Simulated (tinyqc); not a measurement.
Hueckel theory of the pi electrons, for the molecule Oc1ccccc2cccc1-2 (SMILES; centres numbered as the heavy atoms are written), step by step. Computed by tinyqc, a small Python program that keeps every step. Settings: charge = 0. Command: `OMP_NUM_THREADS=1 python tinyqc.py 31563 31564 out.jsonl` (the two numbers bound the seeds that draw the settings). One thread of a shared host (Intel(R) Xeon(R) Processor @ 2.60GHz), about 0.01 s of CPU time with the checks.

## The Hueckel matrix

Centres:
```
centre  z_r, pi electrons of the neutral centre         h
1O                                            2  2.000000
2C                                            1  0.000000
3C                                            1  0.000000
4C                                            1  0.000000
5C                                            1  0.000000
6C                                            1  0.000000
7C                                            1  0.000000
8C                                            1  0.000000
9C                                            1  0.000000
10C                                           1  0.000000
11C                                           1  0.000000
```

Bonds:
```
i    j         k
1    2  0.800000
2    3         1
3    4         1
4    5         1
5    6         1
6    7         1
7    8         1
8    9         1
9   10         1
10  11         1
11   2         1
11   7         1
```

H_rr = alpha + h_r beta, H_rs = k_rs beta for bonded centres.

Hueckel matrix in units of beta (H = alpha + beta A), order 1O, 2C, 3C, 4C, 5C, 6C, 7C, 8C, 9C, 10C, 11C:
```
[[2.000000, 0.800000, 0.000000, 0.000000, 0.000000, 0.000000, 0.000000, 0.000000, 0.000000, 0.000000, 0.000000],
 [0.800000, 0.000000, 1.000000, 0.000000, 0.000000, 0.000000, 0.000000, 0.000000, 0.000000, 0.000000, 1.000000],
 [0.000000, 1.000000, 0.000000, 1.000000, 0.000000, 0.000000, 0.000000, 0.000000, 0.000000, 0.000000, 0.000000],
 [0.000000, 0.000000, 1.000000, 0.000000, 1.000000, 0.000000, 0.000000, 0.000000, 0.000000, 0.000000, 0.000000],
 [0.000000, 0.000000, 0.000000, 1.000000, 0.000000, 1.000000, 0.000000, 0.000000, 0.000000, 0.000000, 0.000000],
 [0.000000, 0.000000, 0.000000, 0.000000, 1.000000, 0.000000, 1.000000, 0.000000, 0.000000, 0.000000, 0.000000],
 [0.000000, 0.000000, 0.000000, 0.000000, 0.000000, 1.000000, 0.000000, 1.000000, 0.000000, 0.000000, 1.000000],
 [0.000000, 0.000000, 0.000000, 0.000000, 0.000000, 0.000000, 1.000000, 0.000000, 1.000000, 0.000000, 0.000000],
 [0.000000, 0.000000, 0.000000, 0.000000, 0.000000, 0.000000, 0.000000, 1.000000, 0.000000, 1.000000, 0.000000],
 [0.000000, 0.000000, 0.000000, 0.000000, 0.000000, 0.000000, 0.000000, 0.000000, 1.000000, 0.000000, 1.000000],
 [0.000000, 1.000000, 0.000000, 0.000000, 0.000000, 0.000000, 1.000000, 0.000000, 0.000000, 1.000000, 0.000000]]
```

## Orbitals

pi electrons, sum of z_r less the charge = 12

Diagonalise; E = alpha + x beta with beta < 0, so the largest x are filled first; degenerate levels share their electrons. P = sum n_i c_ri c_si; each orbital has its largest coefficient positive (the first on a tie).

x values: [2.529394, 2.120092, 1.629153, 1.204168, 0.857383, 0.466558, -0.453105, -0.771874, -1.580468, -1.886081, -2.115220]

occupations: [2.000000, 2.000000, 2.000000, 2.000000, 2.000000, 2.000000, 0.000000, 0.000000, 0.000000, 0.000000, 0.000000]

coefficients, order 1O, 2C, 3C, 4C, 5C, 6C, 7C, 8C, 9C, 10C, 11C:
```
[[0.659939, 0.586812, -0.141916, 0.350957, 0.164776, 0.083065, 0.137320, -0.118002, -0.018517, -0.064825, 0.073788],
 [0.436710, 0.088089, 0.065786, -0.349128, -0.235345, -0.159219, -0.421074, 0.408860, 0.082873, 0.314893, -0.379570],
 [0.225022, 0.005017, 0.369054, -0.432394, 0.090306, -0.359388, -0.203444, -0.431925, -0.262135, -0.393517, 0.193238],
 [0.132459, -0.077452, 0.535459, -0.171547, 0.312772, -0.008456, 0.513255, -0.075468, 0.331423, 0.427311, -0.029172],
 [0.110019, -0.169222, 0.503291, 0.225823, 0.177860, 0.355443, -0.029115, 0.490177, -0.261668, -0.412427, -0.131533],
 [0.145822, -0.281315, 0.284479, 0.443475, -0.160278, 0.174291, -0.500063, -0.302887, 0.082136, 0.350559, 0.307394],
 [0.258823, -0.427191, -0.039831, 0.308196, -0.315280, -0.274126, 0.255696, -0.256386, 0.131856, -0.248757, -0.518672],
 [0.157205, -0.336659, -0.201025, 0.196425, 0.313871, -0.520837, 0.099827, 0.290046, -0.436499, 0.267154, 0.239108],
 [0.138809, -0.286558, -0.287669, -0.071668, 0.584387, 0.031125, -0.300928, 0.032507, 0.558018, -0.255117, 0.012906],
 [0.193899, -0.270869, -0.267632, -0.282725, 0.187173, 0.535359, 0.036525, -0.315138, -0.445430, 0.214018, -0.266408],
 [0.351638, -0.287710, -0.148345, -0.268780, -0.423908, 0.218651, 0.284379, 0.210739, 0.145970, -0.148538, 0.550604]]
```

charge and bond-order matrix P, order 1O, 2C, 3C, 4C, 5C, 6C, 7C, 8C, 9C, 10C, 11C:
```
[[1.914458, 0.312047, -0.135307, -0.086791, 0.079930, 0.068981, -0.081557, 0.024220, 0.076003, -0.033838, -0.123475],
 [0.312047, 0.810863, 0.619838, 0.147756, -0.222087, -0.174487, 0.166050, -0.067492, -0.202030, 0.025256, 0.554502],
 [-0.135307, 0.619838, 1.022280, 0.664981, 0.000650, -0.264956, -0.043637, 0.180180, -0.007584, -0.219497, 0.044585],
 [-0.086791, 0.147756, 0.664981, 0.875174, 0.622112, 0.131499, -0.206241, 0.016271, 0.162714, 0.011746, -0.197797],
 [0.079930, -0.222087, 0.000650, 0.622112, 1.006023, 0.680828, -0.006390, -0.223707, 0.035601, 0.184414, -0.091324],
 [0.068981, -0.174487, -0.264956, 0.131499, 0.680828, 0.868134, 0.572037, 0.012940, -0.202008, -0.067469, 0.153734],
 [-0.081557, 0.166050, -0.043637, -0.206241, -0.006390, 0.572037, 1.041198, 0.593736, -0.090130, -0.232687, 0.421405],
 [0.024220, -0.067492, 0.180180, 0.016271, -0.223707, 0.012940, 0.593736, 1.173665, 0.658512, -0.200294, -0.235537],
 [0.076003, -0.202030, -0.007584, 0.162714, 0.035601, -0.202008, -0.090130, 0.658512, 1.063501, 0.655662, -0.095455],
 [-0.033838, 0.025256, -0.219497, 0.011746, 0.184414, -0.067469, -0.232687, -0.200294, 0.655662, 1.168340, 0.599039],
 [-0.123475, 0.554502, 0.044585, -0.197797, -0.091324, 0.153734, 0.421405, -0.235537, -0.095455, 0.599039, 1.056364]]
```

## Energy, charges, bond orders

E = sum n x; q_r = z_r - P_rr; bond order p = P_rs; free valence = sqrt(3) - sum of p over the bonds of the atom.

pi energy = 12 alpha + this times beta = 17.613497

pi charges: [0.085542, 0.189137, -0.022280, 0.124826, -0.006023, 0.131866, -0.041198, -0.173665, -0.063501, -0.168340, -0.056364]

Bond orders and lengths from R = 1.517 - 0.180 p (angstrom, C-C alone):
```
bond          p         R
1-2    0.312047         -
2-3    0.619838  1.405429
3-4    0.664981  1.397303
4-5    0.622112  1.405020
5-6    0.680828  1.394451
6-7    0.572037  1.414033
7-8    0.593736  1.410127
8-9    0.658512  1.398468
9-10   0.655662  1.398981
10-11  0.599039  1.409173
11-2   0.554502  1.417190
11-7   0.421405  1.441147
```

free valence of the carbons: [0.245664, 0.447231, 0.444957, 0.429111, 0.479186, 0.144872, 0.479802, 0.417876, 0.477350, 0.157105]

gap between the highest filled and the next level = 0.919663 |beta|
